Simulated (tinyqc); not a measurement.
From results back to parameters: static screening by free carriers. Two cases, with inputs chosen for the exercise.

Problem. At zero temperature the gas shows Friedel oscillations of period pi/kF and a Thomas-Fermi length 1/qTF; n and m are hidden.

kF = (3 pi^2 n/Mv)^(1/3), EF = c kF^2/m with c = hbar^2/2m0, n in 1/angstrom^3 (1e-24 per 1/cm^3), e2 = e^2/(4 pi eps0). Thomas-Fermi: qTF^2 = 6 pi e2 n/(eps EF). Debye: qD^2 = 4 pi e2 n/(eps kB T).

Constants: hbar^2/2m0 = 3.80998211 eV angstrom^2; e^2/(4 pi eps0) = 14.39964547 eV angstrom.

Case 1.

Values chosen (out of a larger set: a free-electron density near that of Cu; not measured data): Mv = 1 (valleys); eps = 1 (background dielectric constant).

period = 2.29176 angstrom
1/qTF = 0.550624 angstrom

Case 2.

Values chosen (out of a larger set: a free-electron density near that of Al; not measured data): Mv = 1 (valleys); eps = 1 (background dielectric constant).

period = 1.78865 angstrom
1/qTF = 0.486445 angstrom

Find: kF; n; m.

Solution. kF = pi/period and n = Mv kF^3/(3 pi^2); qTF^2 = 2 e2 Mv m kF/(pi eps c) then gives m.

Case 1.

kF = 1.371 1/angstrom
n = 8.70e+22 1/cm^3
m = 1.000 m0

Case 2.

kF = 1.756 1/angstrom
n = 1.83e+23 1/cm^3
m = 1.000 m0

Computed by tinyqc, one run a case: `OMP_NUM_THREADS=1 python tinyqc.py N N+1 out.jsonl` with N = 1682342, 1682351; one thread of a shared Intel(R) Xeon(R) Processor @ 2.30GHz, about 0.01 s a run at most.
